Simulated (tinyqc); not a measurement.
Phonon-assisted absorption at an indirect gap: one step. The four branches at one energy. Three cases, with inputs chosen for the exercise.

Task: Evaluate the occupations and each term.

alpha(E) = sum_j A_j [N_j (E - Eg + w_j)^2 + (N_j + 1)(E - Eg - w_j)^2], each bracket counted only where its base is positive; N_j = 1/(exp(w_j/kB T) - 1). The first term absorbs a phonon and the second emits one; excitons and direct transitions are left out.

Constants: kB = 8.617333262e-05 eV/K.

Case 1.

Values chosen (loosely those of SiC at room temperature; Eg is not tied to T; not measured data): Eg = 3.205 eV (indirect gap, held fixed unless listed); w = (67.7, 48.7) meV (two zone-edge phonons); A = (3300, 430) 1/(cm eV^2) (their strengths); T = 300 K; E = 3.302 eV (photon energy).

Case 2.

Values chosen (loosely those of Si at room temperature; Eg is not tied to T; not measured data): Eg = 1.116 eV (indirect gap, held fixed unless listed); w = (58, 18.3) meV (two zone-edge phonons); A = (3900, 180) 1/(cm eV^2) (their strengths); T = 300 K; E = 1.25 eV (photon energy).

Case 3.

Values chosen (loosely those of GaP at room temperature; Eg is not tied to T; not measured data): Eg = 2.291 eV (indirect gap, held fixed unless listed); w = (44.5, 12.8) meV (two zone-edge phonons); A = (5300, 890) 1/(cm eV^2) (their strengths); T = 300 K; E = 2.733 eV (photon energy).

Give: N_j; terms with phonon absorption; terms with phonon emission; alpha; wavelength hc/E (hc = 1239.841984 eV nm).

Result:

Case 1.

N_j: 0.07862  0.1793

terms with phonon absorption (1/cm): 7.038  1.636

terms with phonon emission (1/cm): 3.056  1.183

alpha = 12.91 1/cm
wavelength hc/E (hc = 1239.841984 eV nm) = 375.5 nm

Phonon absorption supplies 67.2 % of alpha; the depth 1/alpha is 774 micrometre.

Case 2.

N_j: 0.1187  0.9712

terms with phonon absorption (1/cm): 17.06  4.055

terms with phonon emission (1/cm): 25.20  4.750

alpha = 51.07 1/cm
wavelength hc/E (hc = 1239.841984 eV nm) = 991.9 nm

Phonon absorption supplies 41.4 % of alpha; the depth 1/alpha is 196 micrometre.

Case 3.

N_j: 0.2178  1.561

terms with phonon absorption (1/cm): 273.2  287.3

terms with phonon emission (1/cm): 1020  419.8

alpha = 2000 1/cm
wavelength hc/E (hc = 1239.841984 eV nm) = 453.7 nm

Phonon absorption supplies 28.0 % of alpha; the depth 1/alpha is 5 micrometre.

Computed by tinyqc, one run a case: `OMP_NUM_THREADS=1 python tinyqc.py N N+1 out.jsonl` with N = 1682509, 1682523, 1682610; one thread of a shared Intel(R) Xeon(R) Processor @ 2.30GHz, about 0.01 s a run at most.
